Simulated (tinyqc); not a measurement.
Worked calculation: sp3 tight binding, zinc-blende lattice. One step of it, computed by the program tinyqc.

Problem. Bloch Hamiltonian at G. Slater-Koster rules over the four bonds with direction cosines (l, m, n): ss V_ss; s-px l V_sp; px-s -l V_sp; px-px l^2 V_pps + (1 - l^2) V_ppp; px-py l m (V_pps - V_ppp); each times exp(i k.d).

Parameters chosen for this model: zinc-blende lattice, anion at 0, cation at a/4 (1,1,1); V = eta hbar^2 / (m d^2), hbar^2/m = 7.619964 eV angstrom^2:
```
parameter,value,unit
a,4.660000,angstrom
d,2.017839,angstrom
Es anion,-14.510000,eV
Ep anion,-6.350000,eV
Es cation,-11.680000,eV
Ep cation,-4.870000,eV
eta ss,-1.390000,
eta sp,1.760000,
eta pp sigma,2.860000,
eta pp pi,-0.670000,
V ss,-2.601325,eV
V sp,3.293764,eV
V pp sigma,5.352367,eV
V pp pi,-1.253876,eV
```

k point G (2 pi / a): 0  0  0

Give: H(k) at G.

Solution.

H(k) at G (eV):
```
,a s,a px,a py,a pz,c s,c px,c py,c pz
a s,-14.5100,0.0000,0.0000,0.0000,-10.4053,0.0000,0.0000,0.0000
a px,0.0000,-6.3500,0.0000,0.0000,0.0000,3.7928,0.0000,0.0000
a py,0.0000,0.0000,-6.3500,0.0000,0.0000,0.0000,3.7928,0.0000
a pz,0.0000,0.0000,0.0000,-6.3500,0.0000,0.0000,0.0000,3.7928
c s,-10.4053,0.0000,0.0000,0.0000,-11.6800,0.0000,0.0000,0.0000
c px,0.0000,3.7928,0.0000,0.0000,0.0000,-4.8700,0.0000,0.0000
c py,0.0000,0.0000,3.7928,0.0000,0.0000,0.0000,-4.8700,0.0000
c pz,0.0000,0.0000,0.0000,3.7928,0.0000,0.0000,0.0000,-4.8700
```
